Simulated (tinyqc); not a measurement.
Delay unit and parasitic delay from two ring oscillators.

Inverse problem. A ring of 31 inverters oscillates at 1/(2 x 31 d), with stage delay d = tau (h + p) for fan-out h. Find tau, p and the delay at fan-out 4.

frequencies of 31-stage ring oscillators with fan-out 2 and 6 (GHz): [2.2282593, 1.0366768]

Solution. d is a straight line in h with slope tau and intercept tau p.

tau = 2.080 ps
p = 1.480
delay at fan-out 4 = 11.40 ps

tinyqc, about 0.01 s, one thread, Intel Xeon 2.30GHz (shared host): `OMP_NUM_THREADS=1 python tinyqc.py 2082157 2082158 out.jsonl`
